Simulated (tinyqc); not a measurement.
## Partial widths from the peak

Inverse problem. A Breit-Wigner resonance has total width G = GL + GR and peak transmission Tp = 4 GL GR/G^2. GR is known to be the larger. Find GL, GR and the lifetime hbar/G.

Constants: q = 1.602176634e-19 C, hbar = 1.054571817e-34 J s. Results are converted to the units shown.

G = 8.3104987 meV
Tp = 0.91096681

Answer. GL and GR have the sum G and the product Tp G^2/4, so they are (G/2)(1 +/- sqrt(1 - Tp)).

GL = 2.92 meV
GR = 5.40 meV
lifetime = 79.2 fs

tinyqc, about 0.1 s, one thread, Intel Xeon 2.30GHz (shared host): `OMP_NUM_THREADS=1 python tinyqc.py 2600005 2600006 out.jsonl`
